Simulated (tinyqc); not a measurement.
Inside a calculation. Method: FCI on RHF in the sto-3g basis, for H4, spin multiplicity 1. One step of it, computed by the program tinyqc.

Task: FCI: roots. Diagonalise (each vector has its largest component positive (the first on a tie)); all determinants have Ms = 0, so triplets appear too. The lowest singlet root is the correlation energy.

Occupation strings over the orbitals (2 doubly, a alpha, b beta, 0 empty; spin orbitals ordered 1a 1b 2a 2b ...): 2200 aabb 2020 abab 2002 abba baab 0220 baba 0202 bbaa 0022

H - E(HF) between determinants (hartree), order 2200, aabb, 2020, abab, 2002, abba, baab, 0220, baba, 0202, bbaa, 0022:
```
[[0.000000, -0.012846, 0.087479, -0.085708, 0.103951, 0.098554, 0.098554, 0.094559, -0.085708, 0.083996, -0.012846, 0.000000],
 [-0.012846, 1.443891, 0.085708, -0.087479, -0.098554, -0.103951, -0.094559, -0.098554, -0.083996, 0.085708, 0.000000, -0.012846],
 [0.087479, 0.085708, 1.493177, 0.123259, 0.227276, -0.208967, -0.208967, 0.212004, 0.123259, 0.000000, 0.085708, 0.083996],
 [-0.085708, -0.087479, 0.123259, 1.684660, 0.208967, -0.227276, -0.212004, 0.208967, 0.000000, 0.123259, -0.083996, -0.085708],
 [0.103951, -0.098554, 0.227276, 0.208967, 1.735337, -0.110413, -0.110413, 0.000000, 0.208967, 0.212004, -0.098554, 0.094559],
 [0.098554, -0.103951, -0.208967, -0.227276, -0.110413, 1.711695, 0.000000, -0.110413, -0.212004, -0.208967, -0.094559, 0.098554],
 [0.098554, -0.094559, -0.208967, -0.212004, -0.110413, 0.000000, 1.711695, -0.110413, -0.227276, -0.208967, -0.103951, 0.098554],
 [0.094559, -0.098554, 0.212004, 0.208967, 0.000000, -0.110413, -0.110413, 1.689569, 0.208967, 0.227276, -0.098554, 0.103951],
 [-0.085708, -0.083996, 0.123259, 0.000000, 0.208967, -0.212004, -0.227276, 0.208967, 1.684660, 0.123259, -0.087479, -0.085708],
 [0.083996, 0.085708, 0.000000, 0.123259, 0.212004, -0.208967, -0.208967, 0.227276, 0.123259, 1.886551, 0.085708, 0.087479],
 [-0.012846, 0.000000, 0.085708, -0.083996, -0.098554, -0.094559, -0.103951, -0.098554, -0.087479, 0.085708, 1.443891, -0.012846],
 [0.000000, -0.012846, 0.083996, -0.085708, 0.094559, 0.098554, 0.098554, 0.103951, -0.085708, 0.087479, -0.012846, 2.978215]]
```

Give: lowest roots of this matrix, relative to E(HF); lowest vectors; <S^2> of these roots; weight of the ground state by excitation level 0, 1, 2, ....

Result:

lowest roots of this matrix, relative to E(HF) (hartree): [-0.0456, 1.0531, 1.0739, 1.4435, 1.4436, 1.6780, 1.7067, 1.7188]

lowest vectors, order 2200, aabb, 2020, abab, 2002, abba, baab, 0220, baba, 0202, bbaa, 0022:
```
[[0.9851, 0.0093, 0.0000, 0.0000],
 [0.0053, -0.2732, 0.4082, 0.7066],
 [-0.0657, 0.5843, 0.0000, 0.0000],
 [0.0576, 0.1265, 0.4082, 0.0118],
 [-0.0646, -0.4004, 0.0000, 0.0000],
 [-0.0628, 0.1468, 0.4082, 0.0254],
 [-0.0628, 0.1468, 0.4082, -0.0254],
 [-0.0612, -0.4224, 0.0000, 0.0000],
 [0.0576, 0.1265, 0.4082, -0.0118],
 [-0.0506, 0.3090, 0.0000, 0.0000],
 [0.0053, -0.2732, 0.4082, -0.7066],
 [0.0148, -0.0045, 0.0000, 0.0000]]
```

<S^2> of these roots: [0.0000, 0.0000, 6.0000, 2.0000, 0.0000, 2.0000, 0.0000, 2.0000]

weight of the ground state by excitation level 0, 1, 2, ...: [0.9704, 0.0000, 0.0294, 0.0000, 0.0002]
